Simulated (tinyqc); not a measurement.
Reduced Fermi level from a carrier density: charge neutrality of a doped semiconductor with incomplete ionisation. Computed by tinyqc, a small Python program. Command: `OMP_NUM_THREADS=1 python tinyqc.py 3013833 3013834 out.jsonl dopant walk`. One thread of a shared host (Intel(R) Xeon(R) Processor @ 2.30GHz), about 0.03 s of CPU time with the checks.

Energies are counted from the top of the valence band; E_D is measured down from the conduction band and E_A up from the valence band.

Inputs (values chosen for the exercise, for a model semiconductor): gap at 0 K E_g0 = 3.01 eV; Varshni alpha = 0.000389 eV/K; Varshni beta = 666 K; electron mass m_e = 0.374 m_0; valleys M_c = 3; hole mass m_h = 1.57 m_0; temperature T = 60 K.

Doping: p-type, compensated. Statistics of the bands: Boltzmann.

ratios u of density to N: [0.016, 0.058, 0.21, 0.78, 2.9, 10, 38]

Constants: m_0 = 9.1093837015e-31 kg; k_B = 1.380649e-23 J/K; h = 6.62607015e-34 J s; k_B = 8.617333262e-05 eV/K.

Method:
- E_g = E_g0 - alpha T^2/(T + beta).
- N_c = 2 M_c (2 pi m_e k_B T/h^2)^(3/2) and N_v = 2 (2 pi m_h k_B T/h^2)^(3/2), masses in units of m_0.
- n_i = sqrt(N_c N_v) exp(-E_g/(2 k_B T)); E_i = E_g/2 + (k_B T/2) ln(N_v/N_c).
- F_1/2(eta) = (2/sqrt(pi)) int_0^infinity sqrt(x)/(1 + exp(x - eta)) dx, by the trapezoid rule in t = sqrt(x) with step 0.02 up to t = 12 (for eta < -12 by exp(eta) - exp(2 eta)/2^(3/2)).
- For u = density/N of the majority band, eta solves F_1/2(eta) = u (bisection). Boltzmann: ln u. Joyce-Dixon: ln u + u/sqrt(8) - 4.95009e-3 u^2 + 1.48386e-4 u^3 - 4.42563e-6 u^4. Degenerate limit: (3 sqrt(pi) u/4)^(2/3). The last column is (eta - ln u) k_B T.

N_v = 4.41536e+18 cm^-3

k_B T = 0.00517040 eV

Eta by four rules:
```
u      density (cm^-3)        exact  Boltzmann  Joyce-Dixon  degenerate  Boltzmann error (meV)
0.016       7.0646e+16  -4.1295e+00    -4.1352  -4.1295e+00       0.077             2.9242e-02
0.058       2.5609e+17  -2.8268e+00    -2.8473  -2.8268e+00       0.181             1.0594e-01
0.21        9.2723e+17  -1.4866e+00    -1.5606  -1.4866e+00       0.427             3.8276e-01
0.78        3.4440e+18   2.4367e-02    -0.2485   2.4367e-02       1.024             1.4106e+00
2.9         1.2805e+19   2.0517e+00     1.0647   2.0517e+00       2.459             5.1032e+00
10          4.4154e+19   5.4563e+00     2.3026   5.4472e+00       5.612             1.6306e+01
38          1.6778e+20   1.3604e+01     3.6376   8.8389e+00      13.665             5.1533e+01
```

What does the comparison show, and why?

Boltzmann statistics place E_F within 1 meV of the exact value up to u = 0.210 of those listed and miss by 51.5 meV at u = 38. Joyce-Dixon stays within 0.01 in eta up to u = 10.0; the degenerate limit is still 0.45 % high at the last u. Past u of about 10 the Joyce-Dixon series fails. A parabolic band is assumed throughout.
